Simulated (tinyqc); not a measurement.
# Trap density from two Hall measurements

Question. p-type body, charge-sheet picture, full ionisation (an idealisation for deep acceptors), Boltzmann statistics for free electrons. e = Ec - EF at the surface. psi = Eg - Vt ln(Nv/Na) - e; N_dep = sqrt(2 eps0 eps_r Na (psi - Vt)/q); n_f = sqrt(N_dep^2 + 2 eps0 eps_r Vt Nc exp(-e/Vt)/q) - N_dep; Vg = Vfb + psi + q (N_dep + n_t + n_f)/Cox, Cox = eps0 eox/tox. Find e and n_t at both points and the mean trap density between them.

Parameters, values chosen for the exercise; band and dielectric values close to those of gallium nitride: temperature T = 400 K; band gap Eg = 3.43 eV; relative permittivity eps_r = 9.57; conduction-band density of states at T Nc = 3.48e18 cm^-3; valence-band density of states at T Nv = 7.02e19 cm^-3; relative permittivity of the insulator eox = 3.9; insulator thickness tox = 38 nm; acceptor density Na = 9.8e16 cm^-3; flat-band voltage without trapped charge Vfb = -2.95 V.

Constants: q = 1.602176634e-19 C, kB = 1.380649e-23 J/K, Vt = kB T/q, eps0 = 8.8541878128e-14 F/cm where lengths are in cm. Results are converted to the units shown.

Vg (V): 3.5435569  4.1887074
free sheet density from the Hall effect (cm^-2): 5.3296779e9  6.8270123e10

Answer. Each n_f fixes e; what the gate voltage holds beyond psi, N_dep and n_f is trapped; the difference quotient is the density, smeared over a few Vt.

e (eV): 0.1450  0.05600
n_t (cm^-2): 1.725e11  3.992e11
mean trap density = 2.546e12 cm^-2 eV^-1

Computed by the program tinyqc: `OMP_NUM_THREADS=1 python tinyqc.py 2222195 2222196 out.jsonl`, one thread of a shared Intel Xeon 2.30GHz, about 0.02 s for the whole run.
